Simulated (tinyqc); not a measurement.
From results back to parameters: standing waves and exposure in a photoresist film. Four cases, with inputs chosen for the exercise.

Problem. Bleaching of a resist on an index-matched plate: T(0) = T12 exp(-(A + B) d), T(end) = T12 exp(-B d), T12 = 1 - ((n1 - 1)/(n1 + 1))^2, and the first slope dT/dD = T(0) C A T12 (1 - exp(-(A + B) d))/(A + B). Here d = dT and D is the dose; A, B and C are hidden.

Find: A; B; C.

Method. A = ln(T(end)/T(0))/d, B = ln(T12/T(end))/d, and the slope then gives C.

Case 1.

Values chosen (out of a larger set: a resist on polySi, indices near tabulated ones; not measured data): n1 = 1.726 (resist index); dT = 0.476 micrometre (resist thickness on an index-matched plate).

T(0) = 0.566312
T(end) = 0.605337
dT/dD = 0.00096791 cm^2/mJ

Solution.

A = 0.14 1/micrometre
B = 0.90 1/micrometre
C = 0.035 cm^2/mJ

Case 2.

Values chosen (out of a larger set: a resist on Al, indices near tabulated ones; not measured data): n1 = 1.684 (resist index); dT = 0.877 micrometre (resist thickness on an index-matched plate).

T(0) = 0.492944
T(end) = 0.902822
dT/dD = 0.0041199 cm^2/mJ

Solution.

A = 0.69 1/micrometre
B = 0.04 1/micrometre
C = 0.020 cm^2/mJ

Case 3.

Values chosen (out of a larger set: a resist on Si, indices near tabulated ones; not measured data): n1 = 1.725 (resist index); dT = 0.628 micrometre (resist thickness on an index-matched plate).

T(0) = 0.583836
T(end) = 0.894853
dT/dD = 0.0031500 cm^2/mJ

Solution.

A = 0.68 1/micrometre
B = 0.06 1/micrometre
C = 0.017 cm^2/mJ

Case 4.

Values chosen (out of a larger set: a resist on polySi, indices near tabulated ones; not measured data): n1 = 1.666 (resist index); dT = 0.934 micrometre (resist thickness on an index-matched plate).

T(0) = 0.676151
T(end) = 0.846049
dT/dD = 0.0025456 cm^2/mJ

Solution.

A = 0.24 1/micrometre
B = 0.11 1/micrometre
C = 0.021 cm^2/mJ

Computed by tinyqc, one run a case: `OMP_NUM_THREADS=1 python tinyqc.py N N+1 out.jsonl` with N = 1682453, 1682502, 1682530, 1682621; one thread of a shared Intel(R) Xeon(R) Processor @ 2.30GHz, about 0.01 s a run at most.
